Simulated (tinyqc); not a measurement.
From a target to a composition: virtual-crystal alloy in the empirical-pseudopotential method. Two cases, with inputs chosen for the exercise.

Problem. The gap from the valence top to the fifth band at L = (1/2,1/2,1/2) is given; it is monotonic in x. Find x.

Empirical pseudopotential on the fcc lattice, atoms at +/- tau, tau = a (1,1,1)/8, no spin-orbit coupling. H(G,G') = c (2 pi/a)^2 |k + G|^2 delta + VS(q) cos(q.tau) + i VA(q) sin(q.tau), q = G - G', c = hbar^2/2m0; k and G in units of 2 pi/a; VS at |q|^2 = 3, 8, 11 and VA at 3, 4, 11, in rydberg, zero elsewhere. At each k the basis holds all G with |k + G|^2 up to 16; energies are counted from the fourth level at Gamma.

Virtual crystal A(1-x)B(x): a = (1 - x) a_A + x a_B. Rule linear: V = (1 - x) V_A + x V_B. Rule volume: V = [(1 - x) a_A^3 V_A + x a_B^3 V_B]/a^3, since a form factor is an atomic potential divided by the cell volume.

Constants: hbar^2/2m0 = 3.80998211 eV angstrom^2; Ry = 13.60569312 eV.

Case 1.

Values chosen (classic local form factors of the size used for Si (A) and Ge (B), which place X and L only to a few tenths of an eV; shifted at random, so the results belong to these values and not to a real crystal):
- a = (5.43, 5.662) angstrom (lattice constants of A, B)
- VSA = (-0.21, 0.039, 0.078) Ry (symmetric form factors of A)
- VAA = (0, 0, 0) Ry (antisymmetric form factors of A)
- VSB = (-0.23, 0.009, 0.061) Ry (symmetric form factors of B)
- VAB = (0, 0, 0) Ry (antisymmetric form factors of B)
- rule = volume (mixing rule)

gap to L = 1.45464 eV

Case 2.

Values chosen (classic local form factors of the size used for Si (A) and Ge (B), which place X and L only to a few tenths of an eV; shifted at random, so the results belong to these values and not to a real crystal):
- a = (5.434, 5.652) angstrom (lattice constants of A, B)
- VSA = (-0.209, 0.04, 0.079) Ry (symmetric form factors of A)
- VAA = (0, 0, 0) Ry (antisymmetric form factors of A)
- VSB = (-0.234, 0.01, 0.061) Ry (symmetric form factors of B)
- VAB = (0, 0, 0) Ry (antisymmetric form factors of B)
- rule = volume (mixing rule)

gap to L = 1.30092 eV

Find: x; a.

Solution.

Case 1.

x = 0.35
a = 5.511 angstrom

Bisect on x between the ends, where the gap to L is 1.742 and 0.950 eV; a straight line between them would give x = 0.36.

Case 2.

x = 0.61
a = 5.567 angstrom

Bisect on x between the ends, where the gap to L is 1.791 and 1.001 eV; a straight line between them would give x = 0.62.

Computed by tinyqc, one run a case: `OMP_NUM_THREADS=1 python tinyqc.py N N+1 out.jsonl` with N = 1050051, 1050104; one thread of a shared Intel(R) Xeon(R) Processor @ 2.30GHz, about 0.5 s a run at most.
